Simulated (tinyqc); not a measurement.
# Energy and pressure along a compression

Model: pair-potential crystal by lattice sums. Computed by tinyqc, a small Python program. Command: `OMP_NUM_THREADS=1 python tinyqc.py 3005320 3005321 out.jsonl pairsum sweep`. One thread of a shared host (Intel(R) Xeon(R) Processor @ 2.30GHz), about 0.02 s of CPU time with the checks.

Energy per atom E = (1/2) sum over neighbours of phi(r); d is the nearest-neighbour distance.

Inputs (values chosen for the exercise, for model atoms): well depth eps = 0.532 eV; pair minimum r0 = 2.91 angstrom; cut-off r_c/r0 = 1.97; repulsive exponent n = 12; attractive exponent m = 6.

Potential: Mie n-m. Structure: fcc.

Constants: 1 eV/angstrom^3 = 160.2176634 GPa.

Method:
- phi0(r) = eps [m (r0/r)^n - n (r0/r)^m]/(n - m); shifted-force cut-off: phi(r) = phi0(r) - phi0(r_c) - (r - r_c) phi0'(r_c) for r < r_c, zero beyond.
- Shells (distance in units of d, count): fcc 1.0000 (12), 1.4142 (6), 1.7321 (24), 2.0000 (12), 2.2361 (24), 2.4495 (8), 2.6458 (48), 2.8284 (6), 3.0000 (36), 3.1623 (24); hcp 1.0000 (12), 1.4142 (6), 1.6330 (2), 1.7321 (18), 1.9149 (12), 2.0000 (6), 2.2361 (12), 2.3805 (12), 2.4495 (6), 2.5166 (6), 2.5820 (12), 2.6458 (24), 2.7080 (6), 2.8868 (12), 3.0000 (12), 3.1091 (24), 3.1623 (12); bcc 1.0000 (8), 1.1547 (6), 1.6330 (12), 1.9149 (24), 2.0000 (8), 2.3094 (6), 2.5166 (24), 2.5820 (24), 2.8284 (24), 3.0000 (32); sc 1.0000 (6), 1.4142 (12), 1.7321 (8), 2.0000 (6), 2.2361 (24), 2.4495 (24), 2.8284 (12), 3.0000 (30), 3.1623 (24); diamond 1.0000 (4), 1.6330 (12), 1.9149 (12), 2.3094 (6), 2.5166 (12), 2.8284 (24), 3.0000 (16). Volumes per atom in d^3: fcc 0.70711, hcp 0.70711, bcc 0.76980, sc 1.00000, diamond 1.53960; hcp has the ideal c/a. Every shell inside the cut-off is summed.
- List each shell within the cut-off.
- E = (1/2) sum count x phi; P = -(1/(6 Omega)) sum count x r phi', Omega = 0.707107 d^3.

One run for each value:
```
trial neighbour distance d/r0  energy at the trial distance (eV/atom)  pressure at the trial distance (GPa)
0.880                                                          0.4437                                389.23
0.907                                                         -1.5434                                196.23
0.935                                                         -2.5881                                 85.75
0.963                                                         -3.0226                                 26.73
0.990                                                         -3.1082                                 -2.84
1.020                                                         -2.9908                                -18.52
1.050                                                         -2.7602                                -24.24
1.070                                                         -2.5784                                -25.05
1.100                                                         -2.2944                                -23.91
```

What does the table show, and why?

Over the rows, energy at the trial distance (eV/atom) goes from 0.444 through a minimum among these rows, -3.11 at 0.990, to -2.29; pressure at the trial distance (GPa) goes from 389 through a minimum among these rows, -25.1 at 1.07, to -23.9. The pressure changes sign between d/r0 = 0.963 and 0.990, where the energy has its minimum.

Extremes, crossings and ranges named in words are read from the listed rows.
